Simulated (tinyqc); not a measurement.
Random telegraph noise from one oxide trap in a small MOSFET: one step of the calculation.

An acceptor-like trap exchanges electrons with the channel. Inversion charge Q = Cox u, u = n Vt W0(exp((Vg - VT)/(n Vt))), W0 the Lambert function, n = nf, Cox = eps0 eox/tox; linear regime Id = (W/L) mu Q Vd. Relative to threshold the surface potential rises by Vt ln(u/u0) and the oxide voltage by the rest of Vg - VT, with u0 = n Vt W0(1).

Question. Trap level, time constants and occupancy. N = Cox u/q; dpsi = Vt ln(u/u0); E = E0 - dpsi - (xt/tox)(Vg - VT - dpsi); capture time tc = 1/[(N/zi) vth s0 exp(-xt/lt - EB/Vt)]; emission time te = tc exp(-E/Vt); occupancy te/(tc + te).

Parameters, values chosen for the exercise; values of the order met in silicon transistors:
```
symbol  value  unit                                                                 meaning
T         350     K                                                             temperature
eox       3.9        relative permittivity of the gate insulator (close to silicon dioxide)
tox       3.6    nm                                                     insulator thickness
xt        1.1    nm                            depth of the trap from the channel interface
E0        0.1    eV                   trap level above the channel Fermi level at threshold
s0      5e-16  cm^2                                                       capture prefactor
EB       0.25    eV                                    capture barrier (lattice relaxation)
lt       0.16    nm                                                 tunnelling decay length
vth       2e7  cm/s                                                        thermal velocity
zi        2.1    nm                                        thickness of the inversion layer
VT       0.46     V                                                       threshold voltage
nf       1.28                                                                   body factor
Vg        0.6     V                                                            gate voltage
```

Constants: q = 1.602176634e-19 C, kB = 1.380649e-23 J/K, Vt = kB T/q, eps0 = 8.8541878128e-14 F/cm where lengths are in cm. Results are converted to the units shown.

Give: u; N; dpsi; E; tc; te; occupancy.

Answer.

u = 0.10236 V
N = 6.1280e11 cm^-2
dpsi = 0.046514 V
E = 0.024921 eV
tc = 1.3198e-4 s
te = 5.7766e-5 s
occupancy = 0.30443

The trap lies 0.83 Vt above the Fermi level, so it is empty most of the time.

Range of the model: VT is taken as given; short-channel effects and the uneven flow of current among few electrons are left out.

Program tinyqc, `OMP_NUM_THREADS=1 python tinyqc.py 2710006 2710007 out.jsonl`; Intel Xeon 2.30GHz, shared host, one thread, about 0.01 s.
